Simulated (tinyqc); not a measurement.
Classical nucleation, growth and JMAK kinetics of crystallisation from a melt or glass: one step, computed by the program tinyqc. Command: `OMP_NUM_THREADS=1 python tinyqc.py 3017833 3017834 out.jsonl nucl walk`. One thread of a shared host (Intel(R) Xeon(R) Processor @ 2.30GHz), about 0.01 s of CPU time with the checks.

A spherical nucleus cap on a flat wall with a sharp interface of isotropic energy gamma; lambda = Omega^(1/3) is the jump distance.

Problem. Steady nucleation rate. Driving force per volume: dG = H (T_m - T)/T_m. Shape factor f = (2 + cos theta)(1 - cos theta)^2/4. W(r) = f [4 pi r^2 gamma - (4/3) pi r^3 dG]; r* = 2 gamma/dG; W* = f 16 pi gamma^3/(3 dG^2); n* = f (4/3) pi r*^3/Omega. D = D0 exp(-Q/(k_B T)); attachment rate k+ = (A*/lambda^2) D/lambda^2 with A* = 2 pi r*^2 (1 - cos theta); Zeldovich factor Z = sqrt(W*/(3 pi k_B T))/n*; sites per volume N = S_v/lambda^2; I = N Z k+ exp(-W*/(k_B T)); lag time = 1/(4 pi Z^2 k+).

Inputs (values chosen for the exercise, for a model substance): melting point T_m = 1790 K; heat of melting per volume H = 1340 J/cm^3; interface energy gamma = 0.105 J/m^2; atomic volume Omega = 20.3 angstrom^3; temperature T = 1300 K; diffusion prefactor D0 = 2.3e-07 m^2/s; activation energy Q = 1.38 eV; contact angle theta = 110 degrees; wall area per volume S_v = 1.8e+07 1/m.

Nucleation: on a flat wall. Driving force: Turnbull (linear).

Constants: k_B = 8.617333262e-05 eV/K; k_B = 1.380649e-23 J/K.

Give: diffusivity D; attachment rate k+; Zeldovich factor Z; sites N; nucleation rate I; lag time.

Solution.

diffusivity D = 1.028e-12 m^2/s

attachment rate k+ = 5.128e+08 1/s

Zeldovich factor Z = 0.02760

sites N = 2.419e+26 1/m^3

nucleation rate I = 8.522e+30 1/(m^3 s)

lag time = 2.038e-07 s

Caution: homogeneous nucleation, left out here, would be as fast or faster: the wall offers too few sites or too small a cut in the barrier.
